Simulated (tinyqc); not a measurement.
# Impurity strength from the transmission

Question. An infinite chain has hopping -t with t = 2.7 eV and site energy 0; E = -2 t cos(k) with E = 0.38 eV. One site has the energy u > 0, so T(E) = 1/[1 + u^2/(4 t^2 sin^2 k)]. Find sin^2 k and u.

T(E) = 0.49506903

Answer. sin^2 k = 1 - (E/2t)^2, and u = 2 t |sin k| sqrt(1/T(E) - 1).

sin^2 k = 0.995
u = 5.44 eV

Numbers from tinyqc (`OMP_NUM_THREADS=1 python tinyqc.py 2660004 2660005 out.jsonl`; about 0.01 s on one thread of a shared Intel Xeon 2.30GHz).
